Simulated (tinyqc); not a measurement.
Changing the decay q: Gupta-type many-body potential for a metal. Computed by tinyqc, a small Python program. Command: `OMP_NUM_THREADS=1 python tinyqc.py 3024988 3024989 out.jsonl gupta sweep`. One thread of a shared host (Intel(R) Xeon(R) Processor @ 2.30GHz), about 0.02 s of CPU time with the checks.

E_i = sum_j A exp(-p (r_ij/r0 - 1)) - xi rho_i^gamma, with rho_i = sum_j exp(-2 q (r_ij/r0 - 1)); gamma = 1/2 is the tight-binding second-moment form. The crystal is fcc unless stated; d is the neighbour distance and a fixed number of shells is kept.

Inputs (values chosen for the exercise, modelled on nickel):

| quantity | value | unit |
|---|---|---|
| repulsion A | 0.0383 | eV |
| hopping xi | 1.1 | eV |
| decay p | 17.1 | - |
| reference distance r0 | 2.491 | angstrom |
| shells kept | 1 | - |
| embedding exponent gamma | 0.5 | - |

Surface: (111).

Constants: 1 eV/angstrom^3 = 160.2176634 GPa; 1 eV/angstrom^2 = 16.02176634 J/m^2.

Method:
- fcc shells: d sqrt(k), k = 1..5, with 12, 6, 24, 12, 24 atoms; Omega = d^3/sqrt2.
- Equilibrium: dE/dd = 0; B = d^2 E''(d)/(9 Omega).
- Repulsion and density of one neighbour in each shell, and their sums.
- Each neighbour j of the vacancy loses one repulsive term and one density term: E_v = sum_shells count x {-repulsion - xi [(rho - density)^gamma - rho^gamma]}. (The removed atom returns to a bulk-like site, so its own energy cancels.)
- Second derivatives of E/Omega at equilibrium under homogeneous strain: e_xx = h gives C11; e_xx = -e_yy = h gives 2 (C11 - C12); e_xy = e_yx = h/2 gives C44.
- Cut the crystal without relaxation; an atom in layer l keeps the neighbours that lie below the surface plane. Excess = E_i + E_c. Surface energy = sum of excesses over the layers, divided by the area per surface atom: (sqrt3/2) d^2 for (111), d^2 for (100), sqrt2 d^2 for (110).

One run for each value:

| decay q | ratio E_v/E_c, E_c = xi rho^gamma less the repulsive energy | Cauchy pressure C12 - C44 (GPa) | bulk modulus B (GPa) | surface energy (J/m^2) |
|---|---|---|---|---|
| 1.00 | 0.48049 | 5.678 | 91.42 | 1.1872 |
| 1.06 | 0.47855 | 6.408 | 96.96 | 1.1875 |
| 1.13 | 0.47627 | 7.319 | 103.44 | 1.1876 |
| 1.19 | 0.47429 | 8.153 | 109.00 | 1.1875 |
| 1.25 | 0.47230 | 9.037 | 114.58 | 1.1873 |
| 1.31 | 0.47029 | 9.971 | 120.18 | 1.1871 |
| 1.38 | 0.46794 | 11.126 | 126.73 | 1.1866 |
| 1.44 | 0.46590 | 12.172 | 132.37 | 1.1862 |

Over the rows, ratio E_v/E_c, E_c = xi rho^gamma less the repulsive energy falls from 0.480 to 0.466 (exponent d ln y / d ln x -0.070 between the first rows and -0.10 between the last); Cauchy pressure C12 - C44 (GPa) rises from 5.68 to 12.2 (exponent d ln y / d ln x about 2.1 throughout); bulk modulus B (GPa) rises from 91.4 to 132 (exponent d ln y / d ln x about 1.0 throughout). A larger q/p makes repulsion and band term cancel more closely, so the many-body part weighs more: vacancies get cheaper relative to E_c and the Cauchy pressure grows.
